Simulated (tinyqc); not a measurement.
Mobility of a non-polar semiconductor in the relaxation-time approximation. Changing the temperature T. Computed by tinyqc, a small Python program. Command: `OMP_NUM_THREADS=1 python tinyqc.py 3018319 3018320 out.jsonl rta sweep`. One thread of a shared host (Intel(R) Xeon(R) Processor @ 2.30GHz), about 0.04 s of CPU time with the checks.

Each valley is treated as a sphere of mass m_d for states and rates, with one isotropic relaxation time; the conductivity mass m_c sets the current.

Inputs (values chosen for the exercise, modelled on electrons in silicon):
```
quantity                                          value       unit
longitudinal mass m_l                             0.943        m_0
transverse mass m_t                               0.189        m_0
equivalent valleys Z                                  6          -
static permittivity eps_s                          11.7          -
density rho                                        2329     kg/m^3
sound velocity v_l                                 8960        m/s
acoustic deformation potential D_A                  9.4         eV
phonon energy hbar w                               62.2        meV
optical or intervalley deformation potential D_o    5.2  1e8 eV/cm
final valleys Z_f                                     5          -
carrier density n                                 2e+16     1/cm^3
compensation ratio C                                  0          -
alloy fraction x                                   0.12          -
alloy potential U                                  0.98         eV
lattice constant a                                 5.47   angstrom
```

Band: parabolic. Impurity formula: Conwell-Weisskopf. Further scattering: alloy.

Constants: k_B = 8.617333262e-05 eV/K; m_0 = 9.1093837015e-31 kg; e = 1.602176634e-19 C; hbar = 1.054571817e-34 J s; eps_0 = 8.8541878128e-12 F/m; k_B = 1.380649e-23 J/K; hbar = 6.582119569e-16 eV s.

Method:
- m_d = (m_l m_t^2)^(1/3); 1/m_c = (1/m_l + 2/m_t)/3; Hall mass factor A = 3 K_m (K_m + 2)/(2 K_m + 1)^2, K_m = m_l/m_t; N_I = n (1 + C)/(1 - C).
- Parabolic band: E = hbar^2 k^2/(2 m), speed v = hbar k/m, states per spin, volume and energy g(E) = m k/(2 pi^2 hbar^2). Here m = m_d. Masses are multiplied by m_0 and all formulas are in SI units.
- The reduced Fermi level eta = E_F/(k_B T) solves n = 2 Z int g f dE with f = 1/(1 + exp(x - eta)) (Z = 1 unless valleys are given); screening length L_s = sqrt(eps_s eps_0 k_B T/(e^2 dn/deta)), dn/deta = 2 Z int g f (1 - f) dE.
- Integrals over x = E/(k_B T) use 160 Gauss-Legendre points in u = sqrt(x) from 0 to sqrt(max(eta, 0) + 32).
- Phonon occupation N_q = 1/(exp(hbar w/(k_B T)) - 1).
- Acoustic deformation potential (elastic, equipartition, absorption and emission together): 1/tau = 2 pi k_B T D_A^2 g(E)/(hbar rho v_l^2).
- Optical or intervalley deformation potential: 1/tau = (pi Z_f D_o^2/(rho w)) [N_q g(E + hbar w) + (N_q + 1) g(E - hbar w)], with g = 0 below the band edge.
- Each optical term is multiplied by (1 - f(E'))/(1 - f(E)), E' the final energy, for Pauli blocking.
- Singly charged impurities, momentum relaxation: 1/tau = N_I e^4 m (1 + 2 alpha E) Phi/(8 pi (eps_s eps_0)^2 hbar^3 k^3), with alpha = 0 for a parabolic band.
- Conwell-Weisskopf: Phi = ln(1 + y^2), y = 4 pi eps_s eps_0 E N_I^(-1/3)/e^2 (largest impact parameter N_I^(-1/3)/2).
- Alloy disorder: 1/tau = (2 pi/hbar) Omega x (1 - x) U^2 g(E), Omega = a^3/4 (other conventions for Omega rescale U).
- mu = (m_d/m_c) (2 Z e/(3 n k_B T)) int g v^2 tau f (1 - f) dE.
- Averages over x are split at the emission threshold x_0 = hbar w/(k_B T): 64 Gauss-Legendre points in sqrt(x) below it and 128 in sqrt(x - x_0) above it, up to x = max(eta, 0) + 32.
- Rates are added at each energy before the average. With <y> = int g v^2 y f (1 - f) dE: Hall factor r_H = A (3 n k_B T/(2 Z m_d)) <tau^2/(1 + 2 alpha E)>/<tau>^2 (alpha = 0 for a parabolic band); Hall mobility r_H mu; |S| = (k_B/e) (<x tau>/<tau> - eta); resistivity 1/(n e mu).
- Matthiessen's rule adds 1/mu of the separate processes.

One run for each value; columns: (1) temperature T (K); (2) drift mobility mu (cm^2/(V s)); (3) acoustic mobility (cm^2/(V s)); (4) ionised impurity mobility (cm^2/(V s)); (5) optical mobility (cm^2/(V s)); (6) Hall factor r_H; (7) excess of Matthiessen's rule over the full mu (%):
```
(1)     (2)    (3)         (4)         (5)     (6)     (7)
60   1737.8  30531  7.6861e+03  2.1657e+08  0.8900  12.821
79   1604.7  20216  9.7183e+03  1.1691e+07  0.8931  13.166
100  1476.3  14198  1.2136e+04  1.6594e+06  0.8994  12.639
140  1265.0   8573  1.7107e+04  1.9246e+05  0.9166  11.309
180  1085.4   5881  2.2461e+04  5.4047e+04  0.9373  10.495
230   899.6   4072  2.9593e+04  1.9011e+04  0.9639   9.945
310   679.4   2603  4.1864e+04  6.4982e+03  1.0005   9.000
410   499.4   1711  5.8456e+04  2.8003e+03  1.0321   7.351
530   365.9   1164  7.9929e+04  1.4499e+03  1.0539   5.435
700   255.9    767  1.1284e+05  7.8214e+02  1.0674   3.512
```

Describe and explain the trends.

Over the rows, drift mobility mu (cm^2/(V s)) falls from 1740 to 256 (exponent d ln y / d ln x -0.29 between the first rows and -1.3 between the last); acoustic mobility (cm^2/(V s)) falls from 30500 to 767 (exponent d ln y / d ln x about -1.5 throughout); ionised impurity mobility (cm^2/(V s)) rises from 7690 to 113000 (exponent d ln y / d ln x 0.85 between the first rows and 1.2 between the last). The exponent of acoustic mobility stays at -1.5: the T^(-3/2) law of acoustic scattering in a classical gas. The lowest separate mobility among these three is impurity from 60.0 to 100, acoustic from 140 to 700 K. Alloy scattering, not listed, also enters mu. Matthiessen's rule errs most, by 13 %, at 79.0 K.

Caution (rows 60.0, 79.0, 100): n is taken as given; at low temperature (in diamond even at 300 K) real dopants can freeze out, which changes n and N_I.

Extremes, crossings and ranges named in words are read from the listed rows.
